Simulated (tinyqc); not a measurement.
## Short-channel transistor, virtual-source model with series resistance: output curve

The current per gate width is the charge at the top of the source barrier (the virtual source) times its velocity times a saturation function; al and be are fitting constants of the model. Units: I in uA/um, Rs in ohm um, so I Rs = 1e-6 I Rs in volts; Q in uC/cm^2, so I = 1e-4 Q vx0 Fsat with vx0 in cm/s.

Intrinsic voltages Vg' = Vgs - I Rs, Vd' = Vds - 2 I Rs. n = n0 + nd Vd', VT = VT0 - dl Vd', Ff = 1/(1 + exp((Vg' - VT + al Vt/2)/(al Vt))), Q = Cinv n Vt ln(1 + exp((Vg' - VT + al Vt Ff)/(n Vt))), Vdsat = (vx0 L/mu)(1 - Ff) + Vt Ff, Fsat = u/(1 + u^be)^(1/be) with u = Vd'/Vdsat, and I = Q vx0 Fsat per width. I is solved self-consistently. gds = dI/dVds, gm = dI/dVgs.

Values chosen for this exercise: temperature T = 300 K; inversion capacitance Cinv = 1.31 uF/cm^2; velocity at the virtual source vx0 = 7.04e6 cm/s; apparent mobility mu = 170 cm^2/(V s); channel length L = 45 nm; threshold at zero drain voltage VT0 = 0.32 V; drain-induced barrier lowering dl = 0.027 V/V; subthreshold factor n0 = 1.07; growth of n with drain voltage nd = 0 1/V; threshold shift (in units of Vt) from weak to strong inversion al = 3.5; sharpness of saturation be = 1.8; series resistance of each contact Rs = 200 ohm um; gate voltage Vgs = 0.9 V.

Constants: q = 1.602176634e-19 C, kB = 1.380649e-23 J/K, Vt = kB T/q. Results are converted to the units shown.

Result of one run:

| I (uA/um) | Fsat | gds (uS/um) | gain gm/gds |
|---|---|---|---|
| 419.6 | 0.8957 | 158.3 | 4.180 |

Which drain voltage Vds gave this result: 0.1, 0.2, 0.4, 0.5 or 0.6 V?

Vds = 0.6 V.

The whole series:

| Vds (V) | I (uA/um) | Fsat | gds (uS/um) | gain gm/gds |
|---|---|---|---|---|
| 0.1 | 128.1 | 0.2498 | 1201 | 0.09466 |
| 0.2 | 236.2 | 0.4780 | 946.8 | 0.2640 |
| 0.3 | 315.9 | 0.6566 | 649.2 | 0.6122 |
| 0.4 | 367.8 | 0.7768 | 404.1 | 1.294 |
| 0.5 | 399.7 | 0.8508 | 247.5 | 2.458 |
| 0.6 | 419.6 | 0.8957 | 158.3 | 4.180 |
| 0.7 | 432.7 | 0.9238 | 108.1 | 6.423 |
| 0.8 | 441.9 | 0.9421 | 78.93 | 9.056 |
| 0.9 | 448.8 | 0.9545 | 61.21 | 11.90 |

The current rises from 128 to 449 uA/um as Fsat rises from 0.250 to 0.955; gds falls from 1200 to 61.2 uS/um. The gain ends at 11.9, against 1/dl = 37.0 for a current that depends on Vds through barrier lowering alone; it falls short because Fsat is still growing.

tinyqc, about 0.01 s, one thread, Intel Xeon 2.30GHz (shared host): `OMP_NUM_THREADS=1 python tinyqc.py 2380108 2380109 out.jsonl`
